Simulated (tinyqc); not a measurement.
From wire to sheet: nanosheet or nanowire with hard walls, valleys of the Ge type.

Four ellipsoidal valleys along <111>: inverse mass tensor w = 1/mt + (1/ml - 1/mt) a a^T with a the unit axis. Device axes: x along the channel, z = [001], y = z x x. The Gamma and Delta valleys are left out; the heavy Delta valleys, about 0.18 eV up, lie lowest once the L levels pass about 0.2 eV.

Hard walls around a W x H rectangle. The block w_c of w in (y, z) confines; the transport mass follows from 1/m_x = w_xx - w_xc w_c^-1 w_cx. The cross-section problem c (w_yy ky^2 + 2 w_yz ky kz + w_zz kz^2), c = hbar^2/2m0, is solved in products sin(n pi y/W) sin(l pi z/H), n, l = 1 to 12; if w_yz = 0 the levels are c pi^2 (w_yy n^2/W^2 + w_zz l^2/H^2). The w_yz term couples (n, l) to (n', l') by -2 c w_yz D_nn'(W) D_ll'(H) with D_nm(L) = 4 n m/(L (n^2 - m^2)) for n + m odd and 0 otherwise.

Without degeneracy the line density is N1 exp((EF - Ec)/kB T) with N1 = sum 2 g sqrt(m_x kB T/(4 pi c)) exp(-E/kB T), here over n, l up to 80 where w_yz = 0 and over all levels of a 12 x 12 sine basis otherwise; the classical value is W H Nc with Nc = 2 g_all (m_dos kB T/(4 pi c))^(3/2), m_dos = (ml mt^2)^(1/3); dVt = kB T ln(W H Nc/N1).

Constants: hbar^2/2m0 = 3.80998211 eV angstrom^2; kB = 8.617333262e-05 eV/K.

Inputs chosen for the exercise (near those of Ge; shifted at random, so the results belong to these values and not to a real crystal):

| symbol | value | unit | meaning |
|---|---|---|---|
| ml | 1.614 | m0 | longitudinal mass |
| mt | 0.083 | m0 | transverse mass |
| T | 300 | K | temperature |
| g_all | 4 |  | number of valleys |
| channel | 100 |  | transport direction x on a (001) wafer |
| H | 52 | angstrom | height, along z = [001] |
| Ws | (25, 35, 45, 60, 80, 100, 130) | angstrom | widths |

Valleys:

| group | valleys g | w_yy | w_zz | \|w_yz\| | m_x (m0) |
|---|---|---|---|---|---|
| A | 4 | 8.23865 | 8.23865 | 3.80954 | 0.59333 |

Lowest level of each group (groups ordered by w_zz, then w_yy) and dVt against the width.

Results:

| W (angstrom) | A1 (eV) | dVt (mV) |
|---|---|---|
| 25 | 0.5931 | 532.6 |
| 35 | 0.3531 | 301.2 |
| 45 | 0.2556 | 210.3 |
| 60 | 0.1917 | 153.8 |
| 80 | 0.1568 | 126.1 |
| 100 | 0.1411 | 115.1 |
| 130 | 0.1300 | 107.8 |

dVt falls from 533 to 108 mV. All valleys stay equivalent. At the widest W the lowest level is 0.1300 eV; the film limit c pi^2 w_zz/H^2 of that group is 0.1146 eV.

Run: tinyqc, `OMP_NUM_THREADS=1 python tinyqc.py 1250383 1250384 out.jsonl`; Intel(R) Xeon(R) Processor @ 2.30GHz, one thread, shared host; about 0.1 s of CPU time with all checks.
